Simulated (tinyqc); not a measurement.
Time-dependent dielectric breakdown: cell percolation, Weibull statistics, area scaling and voltage extrapolation: one step, computed by the program tinyqc. Command: `OMP_NUM_THREADS=1 python tinyqc.py 3008829 3008830 out.jsonl tddb walk`. One thread of a shared host (Intel(R) Xeon(R) Processor @ 2.30GHz), about 0.01 s of CPU time with the checks.

The oxide is divided into columns of area a^2, each holding m = t_ox/a cells (m is taken as continuous). A share lambda(t) = (t/t_1)^alpha of the cells is defective, and a column whose cells are all defective breaks down.

Question. Fitting the sample. W = ln(-ln(1 - F_i)) with the median ranks F_i. Least squares in W: W = beta ln t - beta ln t63. Maximum likelihood: solve sum t^b ln t/sum t^b - 1/b = mean of ln t for b, then t63 = (mean of t^b)^(1/b).

Weibull plot:
```
i      t (s)        F_i      ln t          W
1     3832.9  0.0614035   8.25137  -2.758771
2    28451.3  0.1491228  10.25595  -1.823328
3    30500.3  0.2368421  10.32549  -1.308259
4    32054.5  0.3245614  10.37519  -0.935491
5    33654.0  0.4122807  10.42389  -0.632041
6    42106.7  0.5000000  10.64796  -0.366513
7    47634.0  0.5877193  10.77130  -0.120981
8    47878.4  0.6754386  10.77642   0.118032
9    48634.9  0.7631579  10.79210   0.364894
10  111551.5  0.8508772  11.62224   0.643424
11  121951.6  0.9385965  11.71138   1.026145
```

Give: slope by least squares; t63 by least squares; slope by maximum likelihood; t63 by maximum likelihood.

Answer.

slope by least squares = 1.1432

t63 by least squares = 59987 s

slope by maximum likelihood = 1.5100

t63 by maximum likelihood = 55226 s

Caution: t_1 is an input here; in a real oxide it changes with thickness at fixed voltage.
